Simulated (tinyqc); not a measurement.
The C-V curve with and without traps: MOS capacitor with interface traps: C-V stretch-out, conductance peak and subthreshold swing. Computed by tinyqc, a small Python program. Command: `OMP_NUM_THREADS=1 python tinyqc.py 3018794 3018795 out.jsonl mostraps walk`. One thread of a shared host (Intel(R) Xeon(R) Processor @ 2.30GHz), about 0.01 s of CPU time with the checks.

Energies at the interface are counted from the valence band. psi > 0 means bending towards depletion, so the surface potential is -psi. Boltzmann statistics, full ionisation, no quantum confinement. Traps are neutral when filled up to E_n, with a sharp (zero-temperature) occupation.

Inputs (values chosen for the exercise, for a model semiconductor):

| quantity | value | unit |
|---|---|---|
| gap E_g | 4.55 | eV |
| electron mass m_e | 0.344 | m_0 |
| valleys M_c | 1 | - |
| hole mass m_h | 2.55 | m_0 |
| dielectric constant eps_s | 9.01 | - |
| doping N | 2.2e+15 | cm^-3 |
| insulator constant eps_ox | 7.3 | - |
| insulator thickness t_ox | 27 | nm |
| work-function difference phi_ms | -0.33 | V |
| fixed charge N_f | 3.1e+11 | cm^-2 |
| trap density D_0 | 4.9e+11 | cm^-2 eV^-1 |
| neutrality level E_n | 1.82 | eV |
| temperature T | 200 | K |
| peak density D_1 | 1.2e+12 | cm^-2 eV^-1 |
| peak width w | 0.1 | eV |
| peak position E_p | 2.58 | eV |

Substrate: n-type. Trap spectrum: flat plus a Gaussian peak.

Constants: m_0 = 9.1093837015e-31 kg; k_B = 1.380649e-23 J/K; h = 6.62607015e-34 J s; k_B = 8.617333262e-05 eV/K; eps_0 = 8.8541878128e-12 F/m; e = 1.602176634e-19 C.

Method:
- N_c = 2 M_c (2 pi m_e k_B T/h^2)^(3/2) and N_v = 2 (2 pi m_h k_B T/h^2)^(3/2), masses in units of m_0.
- n_i = sqrt(N_c N_v) exp(-E_g/2 k_B T); E_F = E_g - k_B T ln(N_c/N); phi_B = (k_B T/e) ln(N/n_i); L_D = sqrt(eps_s eps_0 k_B T/(e^2 N)); C_ox = eps_ox eps_0/t_ox.
- With u = psi/k_B T and r = (n_i/N)^2: F = sqrt(exp(-u) + u - 1 + r (exp(u) - u - 1)); Q_s = +sign(u) sqrt(2) eps_s eps_0 (k_B T/e) F/L_D; C_s = (eps_s eps_0/(sqrt(2) L_D)) |1 - exp(-u) + r (exp(u) - 1)|/F; at high frequency, below strong inversion, the terms in r are dropped.
- D(E) = D_0 + D_1 exp(-(E - E_p)^2/2 w^2).
- E_F at the interface is E_s = E_F - psi; Q_it = -e int from E_n to E_s of D(E) dE; C_it = e D(E_s) (per volt); V_G = phi_ms - psi - (Q_s + Q_it + e N_f)/C_ox.
- C/C_ox = 1/(1 + C_ox/(C_s + C_it)) at low frequency; without traps C_it = Q_it = 0; the high-frequency column uses C_s(HF) alone.

k_B T = 0.0172347 eV

phi_B = 2.12617 V

n_i = 5.82482e-39 cm^-3

Debye length L_D = 62.4556 nm

bulk E_F = 4.42706 eV

C_ox = 0.239391 microF/cm^2

Along the curve:

| psi (V) | E_s (eV) | V_G (V) | V_G, no traps (V) | C_LF/C_ox | C_LF/C_ox, no traps | C_HF/C_ox | D (cm^-2 eV^-1) |
|---|---|---|---|---|---|---|---|
| -0.04310 | 4.4702 | 0.6144 | -0.4560 | 0.63772 | 0.58887 | 0.58887 | 4.9000e+11 |
| 0.00862 | 4.4184 | 0.5031 | -0.5503 | 0.43907 | 0.31263 | 0.31263 | 4.9000e+11 |
| 0.24000 | 4.1871 | 0.1533 | -0.8242 | 0.30211 | 0.09498 | 0.09498 | 4.9000e+11 |
| 0.46700 | 3.9601 | -0.1678 | -1.0709 | 0.28663 | 0.06878 | 0.06878 | 4.9000e+11 |
| 0.69300 | 3.7341 | -0.4829 | -1.3119 | 0.27964 | 0.05683 | 0.05683 | 4.9000e+11 |
| 0.92000 | 3.5071 | -0.7970 | -1.5516 | 0.27540 | 0.04955 | 0.04955 | 4.9000e+11 |
| 1.15000 | 3.2771 | -1.1138 | -1.7929 | 0.27245 | 0.04447 | 0.04447 | 4.9000e+11 |
| 1.37000 | 3.0571 | -1.4157 | -2.0227 | 0.27036 | 0.04085 | 0.04085 | 4.9001e+11 |
| 1.60000 | 2.8271 | -1.7319 | -2.2621 | 0.28839 | 0.03788 | 0.03788 | 5.4672e+11 |

What does the comparison show, and why?

The same range of bending takes 2.346 V with traps and 1.806 V without: a stretch-out of 29.9 %. The minimum of C_LF/C_ox among these rows rises from 0.038 to 0.270. Fixed charge shifts both curves rigidly by -0.207 V, while the shift from trap charge keeps one sign here and varies with the bending. Caution: with a gap of more than 50 k_B T deep traps and minority carriers reach equilibrium slowly or not at all, so this curve is a limit for very slow sweeps.

Extremes, crossings and ranges named in words are read from the listed rows.
